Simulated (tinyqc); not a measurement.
Comparisons within one model: smearing for a one-band metal on the bcc lattice. A value that a table varies takes the place of the one given here.

Lattice vectors (units of a): a1 = (-1/2, 1/2, 1/2), a2 = (1/2, -1/2, 1/2), a3 = (1/2, 1/2, -1/2). E(k) = -t A_1(k) - t2 A_2(k), A_m the sum of cos(k . R) over the 8 nearest and 6 second lattice vectors. Mesh k = sum (j_i/N) b_i, j_i = 0 .. N-1.

With x = (E_k - mu)/sigma: Fermi-Dirac f = 1/(1 + exp(x)), s = -f ln f - (1 - f) ln(1 - f); Gaussian f = erfc(x)/2, s = exp(-x^2)/(2 sqrt(pi)); Methfessel-Paxton (first order) f = erfc(x)/2 - x exp(-x^2)/(2 sqrt(pi)), s = (1 - 2 x^2) exp(-x^2)/(4 sqrt(pi)); cold (Marzari-Vanderbilt) with y = x + 1/sqrt(2), f = erfc(y)/2 + exp(-y^2)/sqrt(2 pi), s = y exp(-y^2)/sqrt(2 pi). With weights w = points/N^d (d the dimension), mu solves 2 sum w f = ne; E = 2 sum w f E_k, S = 2 sum w s, F = E - sigma S.

With x = (E_k - mu)/sigma: Gaussian f = erfc(x)/2, s = exp(-x^2)/(2 sqrt(pi)); Methfessel-Paxton (first order) f = erfc(x)/2 - x exp(-x^2)/(2 sqrt(pi)), s = (1 - 2 x^2) exp(-x^2)/(4 sqrt(pi)). With weights w = points/N^d (d the dimension), mu solves 2 sum w f = ne; E = 2 sum w f E_k, S = 2 sum w s, F = E - sigma S.

With x = (E_k - mu)/sigma: Fermi-Dirac f = 1/(1 + exp(x)), s = -f ln f - (1 - f) ln(1 - f). With weights w = points/N^d (d the dimension), mu solves 2 sum w f = ne; E = 2 sum w f E_k, S = 2 sum w s, F = E - sigma S.

Parameters, chosen for this exercise: t = 1.2 eV (nearest hopping); t2 = 0.18 eV (second hopping); ne = 1.18 (electrons per cell); N = 6 (unshifted mesh); sigma = 0.6 eV (width).

## Error of each scheme against the width

All on the dense mesh N = 40. The reference is F of first-order Methfessel-Paxton smearing with sigma = 0.05 t on the mesh N = 40; it moves by 2.08 meV on the mesh N = 50; in three dimensions such meshes can agree by chance and the reference may be off by about 1 meV, so smaller errors are not resolved.

Errors (meV per cell):
```
sigma (eV),FD F,FD (E+F)/2,Gauss F,Gauss (E+F)/2,MP F,cold F
0.120,-10.84,0.19,-1.50,0.05,0.05,0.03
0.180,-24.20,-0.93,-3.51,0.22,0.22,0.22
0.240,-41.62,-3.20,-6.47,0.40,0.40,0.44
0.360,-86.31,-10.55,-15.04,0.19,0.20,0.23
0.480,-141.91,-21.06,-26.57,-0.92,-0.88,-0.94
0.720,-279.41,-50.32,-56.74,-5.17,-5.05,-5.53
0.960,-445.14,-89.47,-94.83,-11.60,-11.39,-12.66
```

reference = -2.38969 eV

Doubling sigma from 0.240 to 0.480 eV multiplies the error of F by 3.4 (Fermi-Dirac) and 4.1 (Gaussian); a pure sigma^2 term would give 4. At the smallest width Fermi-Dirac errs 7.2 times as much as Gaussian, against 2 pi^2/3 = 6.6 for the ratio of the sigma^2 terms at equal sigma. At the largest width the sizes of the errors rank MP F 11.4, Gauss (E+F)/2 11.6, cold F 12.7, FD (E+F)/2 89.5, Gauss F 94.8, FD F 445.1 meV; below about 1 meV this order, and the ratios at the smallest width, carry the noise of the mesh.

## Mesh against width

Gaussian smearing, (E + F)/2. The reference is F of first-order Methfessel-Paxton smearing with sigma = 0.05 t on the mesh N = 40; it moves by 2.08 meV on the mesh N = 50; in three dimensions such meshes can agree by chance and the reference may be off by about 1 meV, so smaller errors are not resolved.

Errors (meV per cell):
```
N,sigma = 0.05 t,sigma = 0.15 t,sigma = 0.4 t
4,256.95,241.87,205.25
6,50.00,43.25,30.12
8,-12.26,-11.47,-11.01
12,-15.76,-15.41,-14.34
16,-5.56,-5.48,-5.08
24,6.53,5.42,0.16
```

reference = -2.38969 eV

First N from which the value stays within 2 meV of its last entry (which need not be the best one): none before the last for sigma = 0.05 t, none before the last for sigma = 0.15 t, none before the last for sigma = 0.4 t. At the last mesh the errors are +6.53, +5.42 and +0.16 meV. The 2 meV bar does not tell the widths apart. The smallest error belongs to 0.05 t on 0, 0.15 t on 0, 0.4 t on 6 of the 6 meshes.

## What moves the results of Fermi-Dirac smearing

All sums formed anew. Each row changes one parameter from the base and keeps the others.

Results:
```
case,mu (eV),E (eV),S,F (eV)
base,0.8177,-2.2387,0.5900,-2.5927
N = 12,0.9172,-2.2545,0.5706,-2.5969
sigma = 1.2 eV,1.0189,-2.0296,0.8277,-3.0228
ne = 1.28,1.1540,-2.1780,0.5275,-2.4945
t2 = 0.3 eV,1.0523,-2.2431,0.5728,-2.5867
t = 1.32 eV,0.8323,-2.4789,0.5671,-2.8192
```

The largest shifts from the base row, up to three for each result and ties (the steps differ in size, so this ranks the rows, not the parameters). mu (eV): ne +0.3363, t2 +0.2346, sigma +0.2012. E (eV): t -0.2403, sigma +0.2091, ne +0.0607. S: sigma +0.2377, ne -0.0624, t -0.0229. F (eV): sigma -0.4301, t -0.2265, ne +0.0981.

tinyqc: `OMP_NUM_THREADS=1 python tinyqc.py 1681205 1681206 out.jsonl`; about 0.3 s, one thread, shared Intel(R) Xeon(R) Processor @ 2.30GHz.
